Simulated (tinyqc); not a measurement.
MP2 on RHF in the 6-311g basis, for H2, spin multiplicity 1, step by step. One step of it, computed by the program tinyqc.

Problem. Iteration 1: diagonalisation and new density. Diagonalise F' = X^T F X, C = X C', fill 1 alpha and 1 beta electrons from the bottom; D = 2 C_occ C_occ^T. Each column has its largest component positive (the first on a tie).

Fock matrix F (hartree):
```
           1H 1s      1H 2s      1H 3s      2H 1s      2H 2s      2H 3s
1H 1s   0.611557  -0.438483  -0.450541  -0.558835  -0.529087  -0.434020
1H 2s  -0.438483  -0.324741  -0.328035  -0.529087  -0.449485  -0.350946
1H 3s  -0.450541  -0.328035  -0.185134  -0.434020  -0.350946  -0.203237
2H 1s  -0.558835  -0.529087  -0.434020   0.611557  -0.438483  -0.450541
2H 2s  -0.529087  -0.449485  -0.350946  -0.438483  -0.324741  -0.328035
2H 3s  -0.434020  -0.350946  -0.203237  -0.450541  -0.328035  -0.185134
```

X:
```
           1H 1s      1H 2s      1H 3s      2H 1s      2H 2s      2H 3s
1H 1s   1.376960  -0.748481   0.217589  -0.038143   0.005082  -0.037187
1H 2s  -0.748481   2.439958  -1.180395   0.005082  -0.711733   0.432524
1H 3s   0.217589  -1.180395   2.907803  -0.037187   0.432524  -1.752035
2H 1s  -0.038143   0.005082  -0.037187   1.376960  -0.748481   0.217589
2H 2s   0.005082  -0.711733   0.432524  -0.748481   2.439958  -1.180395
2H 3s  -0.037187   0.432524  -1.752035   0.217589  -1.180395   2.907803
```

Give: F' = X^T F X; orbital energies; coefficients C; D after iteration 1.

Solution.

F' = X^T F X (hartree):
```
         1        2        3        4        5        6
1   1.7683  -1.1864   0.0242  -0.4335  -0.1773  -0.1468
2  -1.1864   1.0023  -0.3590  -0.1773  -0.2450  -0.0079
3   0.0242  -0.3590   0.2257  -0.1468  -0.0079  -0.1098
4  -0.4335  -0.1773  -0.1468   1.7683  -1.1864   0.0242
5  -0.1773  -0.2450  -0.0079  -1.1864   1.0023  -0.3590
6  -0.1468  -0.0079  -0.1098   0.0242  -0.3590   0.2257
```

orbital energies (hartree): MO1 -0.5476, MO2 0.1926, MO3 0.3075, MO4 0.7076, MO5 2.4480, MO6 2.8845

coefficients C:
```
          MO1      MO2      MO3      MO4      MO5      MO6
1H 1s  0.2025   0.0716  -0.0385  -0.0747  -1.0707  -1.1432
1H 2s  0.3121  -0.1301  -0.6953  -1.8193   1.2118   1.7956
1H 3s  0.0955   2.4697   0.8498   2.1593  -0.4823  -1.1950
2H 1s  0.2025  -0.0716  -0.0385   0.0747  -1.0707   1.1432
2H 2s  0.3121   0.1301  -0.6953   1.8193   1.2118  -1.7956
2H 3s  0.0955  -2.4697   0.8498  -2.1593  -0.4823   1.1950
```

D after iteration 1:
```
        1H 1s   1H 2s   1H 3s   2H 1s   2H 2s   2H 3s
1H 1s  0.0820  0.1264  0.0387  0.0820  0.1264  0.0387
1H 2s  0.1264  0.1948  0.0596  0.1264  0.1948  0.0596
1H 3s  0.0387  0.0596  0.0182  0.0387  0.0596  0.0182
2H 1s  0.0820  0.1264  0.0387  0.0820  0.1264  0.0387
2H 2s  0.1264  0.1948  0.0596  0.1264  0.1948  0.0596
2H 3s  0.0387  0.0596  0.0182  0.0387  0.0596  0.0182
```
